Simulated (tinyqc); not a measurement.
Comparisons within one model: round or elliptic silicon nanowire with anisotropic valleys (Ritz method). A value that a table varies takes the place of the one given here.

Wire along x = [100] on a (001) wafer, y = [010], z = [001]. Valley groups, two valleys each (w = inverse masses): A, axis along z: w_y = 1/mt, w_z = 1/ml, m_x = mt; B, axis along y: w_y = 1/ml, w_z = 1/mt, m_x = mt; C, axis along x: w_y = w_z = 1/mt, m_x = ml.

Hard wall on the ellipse (y/a)^2 + (z/b)^2 = 1, c = hbar^2/2m0. With u = y/a, v = z/b the operator is -c [(w_y/a^2) d2/du2 + (w_z/b^2) d2/dv2] on the unit disc. Basis (1 - u^2 - v^2) u^i v^j; S, X and Y are the disc integrals of f f', (df/du)(df'/du) and (df/dv)(df'/dv), from the integral of u^p v^q = 2 Gamma((p+1)/2) Gamma((q+1)/2)/((p + q + 2) Gamma((p+q+2)/2)) for even p, q; H = c (w_y X/a^2 + w_z Y/b^2).

Converged values use 21 functions of each parity class (e or o in u, then in v).

Constants: hbar^2/2m0 = 3.80998211 eV angstrom^2.

Parameters, chosen for this exercise (near those of a Si nanowire; shifted at random, so the results belong to these values and not to a real crystal): ml = 0.903 m0 (longitudinal mass); mt = 0.19 m0 (transverse mass); a = 41 angstrom (semi-axis along y); b = 38 angstrom (semi-axis along z); asp = (0.4, 0.6, 0.8, 1, 1.3, 1.8, 2.5) (ratios a/b); area = 48.9 nm^2 (cross-section, kept fixed); hw = 1 (height over mean width).

## Size of the basis

Lowest level of each group with 1, 3, 6 and 21 even functions.

Levels (meV):

| functions | A | B | C |
|---|---|---|---|
| 1 | 44.55 | 49.19 | 77.45 |
| 3 | 42.39 | 46.52 | 74.65 |
| 6 | 42.36 | 46.46 | 74.64 |
| 21 | 42.36 | 46.46 | 74.64 |

What can be read from the table?

One function errs by 5.2 % for A, 5.9 % for B and 3.8 % for C, six by 0.00015, 0.00041 and 1.3e-05 meV. The error grows with the axis ratio of the stretched ellipse (2.02, 2.35, 1.08); for a circle it is 6/5.783 - 1 = 3.7 %.

## Flattening the wire at fixed area

a = sqrt(area x ratio/pi), b = a/ratio, 1 nm^2 = 100 angstrom^2; lowest level of each group.

Levels (eV):

| a/b | a (angstrom) | b (angstrom) | A | B | C |
|---|---|---|---|---|---|
| 0.4 | 25.0 | 62.4 | 0.0897 | 0.0345 | 0.1055 |
| 0.6 | 30.6 | 50.9 | 0.0639 | 0.0353 | 0.0838 |
| 0.8 | 35.3 | 44.1 | 0.0514 | 0.0393 | 0.0763 |
| 1.0 | 39.5 | 39.5 | 0.0443 | 0.0443 | 0.0745 |
| 1.3 | 45.0 | 34.6 | 0.0386 | 0.0529 | 0.0769 |
| 1.8 | 52.9 | 29.4 | 0.0348 | 0.0680 | 0.0869 |
| 2.5 | 62.4 | 25.0 | 0.0345 | 0.0897 | 0.1055 |

What does this show?

Each group is lowest where its stretched ellipse is a circle, at a/b = sqrt(w_y/w_z): 2.18 for A, 0.46 for B and 1.00 for C. The lowest group is B in the first row and A in the last, A and B crossing at a/b = 1 by symmetry; B - A is -55 meV in the first row and +55 meV in the last.

## Shape of the cross-section

Equal area, hard walls, lowest level of -c (w_y d2/dy2 + w_z d2/dz2), c = hbar^2/2m0. Rectangle W x H with H/W = hw; ellipse with b/a = hw; trapezoid of height H, base W/0.8 and top 0.6 of the base; isosceles triangle of height H and base 2W. Ellipse, trapezoid and triangle by converged Ritz bases; 1 nm^2 = 100 angstrom^2.

Levels:

| shape | A (eV) | B (eV) | B - A (meV) |
|---|---|---|---|
| rectangle | 0.0490 | 0.0490 | 0.0 |
| ellipse | 0.0443 | 0.0443 | 0.0 |
| trapezoid | 0.0482 | 0.0498 | 1.6 |
| triangle | 0.0435 | 0.0667 | 23.3 |

W = 69.9 angstrom
H = 69.9 angstrom

What can be read from the table?

For group A the order is triangle, ellipse, trapezoid, rectangle, spanning 13 %. For group B the order is ellipse, rectangle, trapezoid, triangle, spanning 51 %. The ellipse lies below the rectangle for both groups, since corners hold little of the wave function. The triangle is lowest for A, whose light mass lies across the width and gains from the wide base. The spacing B - A of the valley groups runs from 0 to 23 meV.

## What each parameter does

Lowest level of groups A and B. Each row changes one parameter from the base and keeps the others.

Results:

| case | A (eV) | B (eV) | B - A (meV) |
|---|---|---|---|
| base | 0.0424 | 0.0465 | 4.1 |
| a = 44 angstrom | 0.0380 | 0.0454 | 7.4 |
| b = 36 angstrom | 0.0434 | 0.0508 | 7.4 |
| ml = 1.011 m0 | 0.0414 | 0.0456 | 4.2 |
| mt = 0.171 m0 | 0.0460 | 0.0507 | 4.7 |

What does this show?

The largest shifts from the base row, up to three for each result and ties (the steps differ in size, so this ranks the rows, not the parameters). A (eV): a -0.0044, mt +0.0037, b +0.0010, ml -0.0010. B (eV): b +0.0044, mt +0.0042, a -0.0011. B - A (meV): b +3.3, a +3.3, mt +0.6.

(tinyqc, `OMP_NUM_THREADS=1 python tinyqc.py 1281382 1281383 out.jsonl`, Intel(R) Xeon(R) Processor @ 2.30GHz, 1 thread, shared host, about 0.06 s.)
